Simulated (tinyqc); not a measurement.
## Field from the level spacing

Inverse problem. In a triangular well E_k = a_k (C F^2/mz1)^(1/3), a_1 = 2.338107, a_2 = 4.087949, C = hbar^2/(2 m0), F in eV/nm (1 MV/cm = 0.1 eV/nm). Find F, E_1, the mean distance 2 E_1/(3 F) of the lowest level and the sheet charge eps0 eps_r F/q behind such a field.

Values chosen for this exercise:
```
symbol  value  unit                                     meaning
eps_r    11.9                             relative permittivity
mz1     0.321    m0  mass along z of valley set A (4 valley(s))
```

Constants: q = 1.602176634e-19 C, hbar = 1.054571817e-34 J s, m0 = 9.1093837015e-31 kg, eps0 = 8.8541878128e-14 F/cm where lengths are in cm, hbar^2/(2 m0) = 0.0380998212 eV nm^2. Results are converted to the units shown.

spacing of the two lowest levels = 214.98665 meV

Answer. The spacing over a_2 - a_1 is the energy scale (C F^2/mz1)^(1/3), which gives F.

F = 1.250 MV/cm
E_1 = 287.3 meV
mean distance = 1.532 nm
sheet charge over q = 8.220e12 cm^-2

Program tinyqc, `OMP_NUM_THREADS=1 python tinyqc.py 2160127 2160128 out.jsonl`; Intel Xeon 2.30GHz, shared host, one thread, about 1 s.
